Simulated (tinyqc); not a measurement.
The whole curve: space-charge-limited current through a thin insulating or semi-insulating film with traps. Computed by tinyqc, a small Python program. Command: `OMP_NUM_THREADS=1 python tinyqc.py 3031911 3031912 out.jsonl sclc walk`. One thread of a shared host (Intel(R) Xeon(R) Processor @ 2.30GHz), about 0.01 s of CPU time with the checks.

One ohmic injecting contact at x = 0 (field zero), drift only, non-degenerate free carriers.

Inputs (values chosen for the exercise, modelled on an amorphous oxide semiconductor):
```
quantity                                            value        unit
permittivity eps                                       10           -
band mobility mu                                       13  cm^2/(V s)
effective density of states N_c                   4.7e+18      1/cm^3
trap density N_t                                  4.1e+15      1/cm^3
equilibrium Fermi level below the band edge, E_0     0.66          eV
thickness d                                           910          nm
temperature T                                         300           K
characteristic temperature T_c                       1600           K
```

Traps: exponential tail.

Constants: k_B = 8.617333262e-05 eV/K; eps_0 = 8.8541878128e-12 F/m; e = 1.602176634e-19 C.

Method:
- Free density n_0 = N_c exp(-E_0/k_B T) in equilibrium; trapped density n_t(n) = N_t (n/N_c)^(T/T_c) (the low-temperature form).
- J = e mu n F and (eps eps_0/e) dF/dx = n - n_0 + n_t(n) - n_t(n_0) = rho(n). With F = J/(e mu n): d = (eps eps_0 J/(e^2 mu)) I_1 and V = (eps eps_0 J^2/(e^3 mu^2)) I_2, I_k = int_(n_L)^infinity dn/(n^(k+1) rho(n)), n_L the density at the anode; with u = n_L/n, 200 Gauss-Legendre points in t, u = 1 - (1 - t)^2.
- The last column is d ln J/d ln V up to the next row.

Current against voltage:
```
n_L (1/cm^3)       V (V)  J (A/cm^2)   slope
4.00e+07      2.8371e-03  3.2634e-09  2.1469
2.90e+08      2.0723e-02  2.3317e-07  3.7821
2.10e+09      4.2845e-02  3.6368e-06  4.6159
1.60e+10      7.5493e-02  4.9687e-05  5.1390
1.10e+11      1.2052e-01  5.4976e-04  5.3955
8.30e+11      1.9094e-01  6.5837e-03  5.2127
6.00e+12      3.0460e-01  7.5122e-02  4.2978
4.40e+13      5.5104e-01  9.5999e-01  3.0792
3.20e+14      1.3869e+00  1.6466e+01  2.3478
2.30e+15      5.7656e+00  4.6713e+02  2.0858
1.70e+16      3.5726e+01  2.0976e+04  2.0184
1.20e+17      2.4233e+02  9.9962e+05       -
```

The slope starts at 2.15, peaks at 5.4 between 0.121 and 0.191 V and ends at 2.02. Rows below 0.26 V (10 k_B T/e) are formal, since diffusion from the contact rules there. Self-heating is left out, although J V exceeds 1e5 W/cm^2 at the last row. The last rows ignore velocity saturation (mu V/d above 1e7 cm/s). An exponential tail gives the power law T_c/T + 1 = 6.33, which the middle rows approach.

Extremes, crossings and ranges named in words are read from the listed rows.
